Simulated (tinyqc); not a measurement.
# Gated two-dimensional channel with two bands, quantum capacitance: effect of the temperature

phi is the Fermi level above the lowest band edge, in volts; Vg is counted from the gate voltage at which an empty channel would have phi = 0. The channel has no thickness; trap charge is -q Dit phi.

D1 = gv md m0 q/(pi hbar^2), D2 = g2 m2 m0 q/(pi hbar^2) per eV; n1 = D1 Vt ln(1 + exp(phi/Vt)), n2 = D2 Vt ln(1 + exp((phi - E2)/Vt)), n = n1 + n2; Cq = q dn/dphi = q [D1/(1 + exp(-phi/Vt)) + D2/(1 + exp((E2 - phi)/Vt))]. Cox = eps0 eox/tox; Vg = phi + q (n + Dit phi)/Cox. 1/C_G = 1/Cox + 1/(Cq + q Dit); dphi/dVg = Cox/(Cox + Cq + q Dit).

Parameters, values chosen for the exercise; lowest band close to that of a thin germanium body: relative permittivity of the gate insulator (close to silicon dioxide) eox = 3.9; insulator thickness tox = 1.1 nm; in-plane mass md = 0.0822 m0; valley degeneracy gv = 1; in-plane mass of a second band, chosen freely m2 = 0.2 m0; valley degeneracy of that band, chosen freely g2 = 6; second band edge above the first E2 = 0.29 eV; density of traps Dit = 0 cm^-2 eV^-1; gate voltage Vg = 0.82 V.

Constants: q = 1.602176634e-19 C, kB = 1.380649e-23 J/K, hbar = 1.054571817e-34 J s, m0 = 9.1093837015e-31 kg, Vt = kB T/q, eps0 = 8.8541878128e-14 F/cm where lengths are in cm. Results are converted to the units shown.

The same in every row: Cox (uF/cm^2) = 3.1392.

Results:
```
T (K)  phi (V)  n (cm^-2)  Cq (uF/cm^2)  C_G (uF/cm^2)  dphi/dVg  share of the second band (%)
50     0.28560  1.0471e13        26.759         2.8096   0.10500                        6.3420
120    0.27594  1.0660e13        21.912         2.7458   0.12531                        11.114
200    0.26470  1.0880e13        20.540         2.7230   0.13257                        16.462
300    0.25058  1.1157e13        19.859         2.7107   0.13650                        22.877
400    0.23644  1.1434e13        19.512         2.7042   0.13859                        28.984
500    0.22224  1.1712e13        19.271         2.6995   0.14008                        34.771
```

Estimate the missing row, T = 77 K.

Computed row:
```
T (K)  phi (V)  n (cm^-2)  Cq (uF/cm^2)  C_G (uF/cm^2)  dphi/dVg  share of the second band (%)
77     0.28192  1.0543e13        23.843         2.7740   0.11634                        8.1792
```

With this row back in the table: As T goes from 50 to 500, Cq falls from 26.8 to 19.3 uF/cm^2, C_G/Cox falls from 0.895 to 0.860 and n rises from 1.05e13 to 1.17e13 cm^-2. Cq exceeds Cox in every row, so the insulator is the tighter limit, though Cq still cuts C_G by up to 14 %.

tinyqc, about 0.01 s, one thread, Intel Xeon 2.30GHz (shared host): `OMP_NUM_THREADS=1 python tinyqc.py 2200143 2200144 out.jsonl`
